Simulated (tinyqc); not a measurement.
# Thin-body transistor below threshold, two-dimensional Poisson equation on a small mesh: several studies

A thin body on a thick buried insulator of low permittivity, taken as carrying no normal field at the bottom of the body (row 0). Mobile charge is neglected (subthreshold), the body is fully depleted, and potentials are counted from the intrinsic level; rows run upward to the gate, columns from source to drain.

Values chosen for this exercise; semiconductor permittivity close to that of silicon: temperature T = 300 K; relative permittivity of the semiconductor eps_r = 11.6; relative permittivity of the insulator eox = 25; body thickness tb = 3 nm; insulator thickness tox = 6.1 nm; channel length L = 22 nm; acceptor density of the depleted body Na = 3.3e17 cm^-3; potential of the source Vbi = 0.52 V; gate offset Vfb = -0.06 V; gate voltage Vg = 0 V; drain voltage Vd = 0.3 V.

Constants: q = 1.602176634e-19 C, kB = 1.380649e-23 J/K, Vt = kB T/q, eps0 = 8.8541878128e-14 F/cm where lengths are in cm. Results are converted to the units shown.

Each table varies one quantity; the others keep the values above.

## Effect of the drain voltage

Mesh: rows i = 0..12 in the semiconductor (step hs = tb/12, row 12 on the interface), then 8 step(s) ho = tox/8 up to the gate row 20; columns j = 0..80 (step hy = L/80). Box integration, divided by eps0: up_i = eps hy/h of the interval above row i, dn_i = that of the interval below (0 for row 0), lat_i = (sum of eps h/2 over the intervals above and below)/hy, s_i = -q Na w_i hy/eps0 with w_i the semiconductor height of the box (hs/2 for row 0 and the interface row, hs between, 0 in the insulator). Each free node obeys (up + dn + 2 lat) psi = up psi(above) + dn psi(below) + lat [psi(left) + psi(right)] + s. Fixed values: gate row Vg - Vfb; column 0 at Vbi and the last column at Vbi + Vd in the semiconductor, each running linearly to Vg - Vfb across the insulator. The system is solved directly. On row 0 the minimum of psi and its place come from a parabola through the three lowest nodes; barrier = Vbi - minimum, swing = Vt ln 10/(d psi/dVg), DIBL = (d psi/dVd)/(d psi/dVg) there. Lambda = pi/k with k the smallest positive root of tan(k tox) tan(k tb) = eox/eps_r.

Results:
```
Vd (V)  L/Lambda  barrier (V)  place y/L  swing (mV/decade)  DIBL (mV/V)
0.05       1.439       0.3575     0.4884              76.65        136.2
0.25       1.439       0.3382     0.4513              77.16        115.3
0.45       1.439       0.3215     0.4232              77.98        102.2
0.85       1.439       0.2934     0.3818              79.97        86.03
1.05       1.439       0.2811     0.3655              81.04        80.58
```

Estimate the missing row, Vd = 0.65 V.

Computed row:
```
Vd (V)  L/Lambda  barrier (V)  place y/L  swing (mV/decade)  DIBL (mV/V)
0.65       1.439       0.3068     0.4007              78.94        92.96
```

With this row back in the table: As Vd goes from 0.05 to 1.05 V, the barrier falls from 0.358 to 0.281 V, the swing rises from 76.7 to 81.0 mV a decade and DIBL falls from 136 to 80.6 mV/V; the ideal swing is 59.5. The barrier top moves from y/L = 0.488 to 0.365, towards the source. In every row the body is under 5 nm thick, where quantum confinement matters.

## Effect of the body thickness

Same model as above.

Effect of the body thickness:
```
tb (nm)  L/Lambda  barrier (V)  place y/L  swing (mV/decade)  DIBL (mV/V)
1.2         1.649       0.3817     0.4513              69.21        61.04
1.6         1.601       0.3728     0.4499              70.61        69.78
2.1         1.542       0.3601     0.4479              72.66        82.59
2.8         1.461       0.3400     0.4447              76.18        104.4
3.6         1.372       0.3141     0.4401              81.26        135.4
4.8         1.243       0.2717     0.4313              91.21        194.6
```

What does the comparison show?

As tb goes from 1.2 to 4.8 nm, the barrier falls from 0.382 to 0.272 V, the swing rises from 69.2 to 91.2 mV a decade and DIBL rises from 61.0 to 195 mV/V; the ideal swing is 59.5. L/Lambda goes from 1.6 to 1.2. In every row the body is under 5 nm thick, where quantum confinement matters.

## Effect of the gate voltage

Same model as above.

Effect of the gate voltage:
```
Vg (V)  L/Lambda  barrier (V)  place y/L  swing (mV/decade)  DIBL (mV/V)
-0.2       1.439       0.4881     0.4578              77.02        118.7
-0.12      1.439       0.4263     0.4531              77.12        116.3
-0.04      1.439       0.3646     0.4472              77.25        113.3
0.04       1.439       0.3030     0.4395              77.46        109.6
0.12       1.439       0.2417     0.4291              77.77        104.8
0.2        1.439       0.1806     0.4141              78.33        98.33
```

As Vg goes from -0.2 to 0.2 V, the barrier falls from 0.488 to 0.181 V, the swing rises from 77.0 to 78.3 mV a decade and DIBL falls from 119 to 98.3 mV/V; the ideal swing is 59.5. The barrier top moves from y/L = 0.458 to 0.414, towards the source. In every row the body is under 5 nm thick, where quantum confinement matters.

Computed by the program tinyqc: `OMP_NUM_THREADS=1 python tinyqc.py 2480095 2480096 out.jsonl`, one thread of a shared Intel Xeon 2.30GHz, about 0.09 s for the whole run.
